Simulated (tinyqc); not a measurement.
MP2 on RHF in the 6-311g basis, for H2, spin multiplicity 1, step by step. One step of it, computed by the program tinyqc.

Task: Second-order Moller-Plesset energy. E2 = sum_ijab (ia|jb) [2 (ia|jb) - (ib|ja)] / (e_i + e_j - e_a - e_b) over occupied i, j and virtual a, b; the opposite-spin part is (ia|jb)^2 / denominator, the rest is same-spin, and SCS-MP2 scales them by 6/5 and 1/3.

orbital energies (hartree): MO1 -0.503450, MO2 0.100408, MO3 0.338205, MO4 0.519085, MO5 2.515498, MO6 2.659906

Two-electron integrals over orbitals (pq|rs), unique and non-zero (hartree):
```
(11|11) 0.540750    (21|21) 0.086138    (22|11) 0.379093    (22|22) 0.328061
(31|11) -0.113809   (31|22) -0.046748   (31|31) 0.053045    (32|21) 0.005290
(32|32) 0.026506    (33|11) 0.350801    (33|22) 0.285613    (33|31) -0.040279
(33|33) 0.280455    (41|21) -0.077226   (41|32) 0.017150    (41|41) 0.088767
(42|11) -0.138521   (42|22) -0.068327   (42|31) 0.051794    (42|33) -0.054318
(42|42) 0.069373    (43|21) 0.060656    (43|32) 0.009306    (43|41) -0.051675
(43|43) 0.049839    (44|11) 0.431849    (44|22) 0.337626    (44|31) -0.077341
(44|33) 0.301217    (44|42) -0.097817   (44|44) 0.373725    (51|21) -0.028127
(51|32) 0.021711    (51|41) 0.048507    (51|43) -0.026873   (51|51) 0.066636
(52|11) -0.030486   (52|22) 0.000904    (52|31) 0.025845    (52|33) -0.008092
(52|42) 0.017599    (52|44) -0.023760   (52|52) 0.033855    (53|21) 0.035978
(53|32) -0.012321   (53|41) -0.045542   (53|43) 0.025078    (53|51) -0.038916
(53|53) 0.030830    (54|11) 0.116028    (54|22) 0.047547    (54|31) -0.054359
(54|33) 0.046186    (54|42) -0.055813   (54|44) 0.084166    (54|52) -0.043146
(54|54) 0.078770    (55|11) 0.564528    (55|22) 0.396918    (55|31) -0.133555
(55|33) 0.356150    (55|42) -0.160424   (55|44) 0.466384    (55|52) -0.067974
(55|54) 0.173972    (55|55) 0.686010    (61|11) -0.050001   (61|22) -0.022184
(61|31) 0.033503    (61|33) -0.016441   (61|42) 0.033404    (61|44) -0.049396
(61|52) 0.039927    (61|54) -0.061600   (61|55) -0.118905   (61|61) 0.065778
(62|21) -0.020112   (62|32) 0.011206    (62|41) 0.030797    (62|43) -0.019758
(62|51) 0.041152    (62|53) -0.023303   (62|62) 0.027672    (63|11) 0.079075
(63|22) 0.041963    (63|31) -0.032660   (63|33) 0.030776    (63|42) -0.038579
(63|44) 0.061547    (63|52) -0.021625   (63|54) 0.046519    (63|55) 0.117692
(63|61) -0.037544   (63|63) 0.031748    (64|21) 0.040784    (64|32) -0.021880
(64|41) -0.058395   (64|43) 0.030471    (64|51) -0.061175   (64|53) 0.041358
(64|62) -0.039443   (64|64) 0.064582    (65|21) 0.129356    (65|32) -0.020773
(65|41) -0.143310   (65|43) 0.095798    (65|51) -0.113216   (65|53) 0.090517
(65|62) -0.073819   (65|64) 0.124829    (65|65) 0.301331    (66|11) 0.578235
(66|22) 0.395035    (66|31) -0.137639   (66|33) 0.362103    (66|42) -0.165988
(66|44) 0.470915    (66|52) -0.072258   (66|54) 0.178959    (66|55) 0.692414
(66|61) -0.115455   (66|63) 0.117932    (66|66) 0.709998
```

Hartree-Fock energy = -1.07432502 hartree

Give: Terms; Pair energies; MP2 correlation energy; SCS-MP2 correlation energy; MP2 total energy.

Result:

Terms:

| i | j | a | b | (ia\|jb) | (ib\|ja) | denominator | term |
|---|---|---|---|---|---|---|---|
| 1 | 1 | 2 | 2 | 0.086 | 0.086 | -1.208 | -0.006 |
| 1 | 1 | 4 | 4 | 0.089 | 0.089 | -2.045 | -3.85e-03 |
| 1 | 1 | 2 | 4 | -0.077 | -0.077 | -1.626 | -3.67e-03 |
| 1 | 1 | 4 | 2 | -0.077 | -0.077 | -1.626 | -3.67e-03 |
| 1 | 1 | 3 | 3 | 0.053 | 0.053 | -1.683 | -1.67e-03 |
| 1 | 1 | 5 | 5 | 0.067 | 0.067 | -6.038 | -7.35e-04 |
| 1 | 1 | 6 | 6 | 0.066 | 0.066 | -6.327 | -6.84e-04 |
| 1 | 1 | 5 | 4 | 0.049 | 0.049 | -4.041 | -5.82e-04 |
| 1 | 1 | 4 | 5 | 0.049 | 0.049 | -4.041 | -5.82e-04 |
| 1 | 1 | 6 | 3 | 0.034 | 0.034 | -4.005 | -2.80e-04 |
| 1 | 1 | 3 | 6 | 0.034 | 0.034 | -4.005 | -2.80e-04 |
| 1 | 1 | 5 | 2 | -0.028 | -0.028 | -3.623 | -2.18e-04 |
| 1 | 1 | 2 | 5 | -0.028 | -0.028 | -3.623 | -2.18e-04 |

Pair energies (hartree; pair i-j sums ij and ji):

| pair | opposite spin | same spin |
|---|---|---|
| 1-1 | -0.023 | 0 |

MP2 correlation energy = -0.02258 hartree

SCS-MP2 correlation energy = -0.02710 hartree

MP2 total energy = -1.09691 hartree
